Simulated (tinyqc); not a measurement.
## Subthreshold parameters from three currents

Inverse problem. Far below threshold and for Vds well above Vt the virtual-source current tends to I = Cinv n Vt vx0 exp((Vgs - VT0 + dl Vds + al Vt)/(n Vt)) per width, with constant n; the three currents follow this limit. Find n, dl and VT0.

Inputs (values chosen for the exercise): temperature T = 250 K; inversion capacitance Cinv = 1.22 uF/cm^2; velocity at the virtual source vx0 = 6.9e6 cm/s; threshold shift (in units of Vt) from weak to strong inversion al = 3.5.

Constants: q = 1.602176634e-19 C, kB = 1.380649e-23 J/K, Vt = kB T/q. Results are converted to the units shown.

I at (Vgs, Vds) = (-0.2, 0.3), (-0.08, 0.3) and (-0.2, 1.2) V (nA/um): 1.4927625e-4  0.0075435835  0.011613745

Answer. The first two currents differ in Vgs alone and give n; the first and third differ in Vds alone and give dl; the size of the first then gives VT0.

n = 1.42
dl = 0.148 V/V
VT0 = 0.500 V

tinyqc, about 0.01 s, one thread, Intel Xeon 2.30GHz (shared host): `OMP_NUM_THREADS=1 python tinyqc.py 2380033 2380034 out.jsonl`
